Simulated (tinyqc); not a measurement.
Worked calculation: coherent transport through a tight-binding region between two chains. Computed by tinyqc, a small Python program that keeps every step. Settings: temperature = 4, mu = 0.37. Command: `OMP_NUM_THREADS=1 python tinyqc.py 31356 31357 out.jsonl` (the two numbers bound the seeds that draw the settings). One thread of a shared host (Intel(R) Xeon(R) Processor @ 2.60GHz), about 0.06 s of CPU time with the checks.

## Transmission at E = 0.24 eV

H of the central region (eV), lower triangle:
```
           1          2          3         4
1   0.000000
2  -1.550000   1.150000
3   0.000000  -1.360000   1.150000
4   0.000000   0.000000  -0.390000  0.000000
```

Leads: semi-infinite chains with site energy 0:
```
parameter                           value
lead hopping t (eV)              1.740000
coupling to the left lead (eV)   0.660000
coupling to the right lead (eV)  0.740000
left contact site                       1
right contact site                      4
```

E = 0.240000 eV

Surface Green function g = (E - i sqrt(4 t^2 - E^2)) / (2 t^2); self-energy tc^2 g on each contact site; G = (E - H - Sigma)^(-1); Gamma = -2 Im Sigma; T = Gamma_L Gamma_R |G_LR|^2; local density of states -Im G_ii / pi.

g = 0.039635-0.573344i 1/eV

G (1/eV), lower triangle:
```
                     1                    2                    3                   4
1  -0.228175-0.204895i
2   0.644936+0.066209i  -0.082009-0.113432i
3   0.691590+0.277821i  -0.054617-0.151358i  -0.824755-0.417910i
4  -0.635296+0.417367i   0.158542+0.042388i   0.830133-0.447313i  1.384115-1.191546i
```

local density of states (1/eV): 0.065220  0.036106  0.133025  0.379281

transmission = 0.181224

## Transmission across the band

The same steps on a grid of energies.

T(E):
```
E (eV)              T
-3.30600000  1.19e-06
-2.97540000  0.000008
-2.64480000  0.000034
-2.31420000  0.000151
-1.98360000  0.000871
-1.65300000  0.010225
-1.32240000  0.078392
-0.99180000  0.030899
-0.66120000  0.042171
-0.33060000  0.115538
0.00000000   0.213060
0.33060000   0.182371
0.66120000   0.463826
0.99180000   0.188903
1.32240000   0.020040
1.65300000   0.005689
1.98360000   0.002617
2.31420000   0.001770
2.64480000   0.002074
2.97540000   0.033987
3.30600000   0.000224
```

levels of the isolated region (eV): -1.370550  -0.112317  0.794315  2.988551

## Current

I = (2e/h) int T(E) [f(E - mu - V/2) - f(E - mu + V/2)] dE at 4 K with mu = 0.37 eV, the bias not changing H; 2e^2/h = 77.48092 microsiemens; the integral runs over the band on 4001 points.

Current:
```
V (volt)  I (microampere)
0.010000         0.145273
0.050000         0.727149
0.100000         1.459696
0.200000         2.965476
0.400000         6.335908
0.800000        17.546920
```
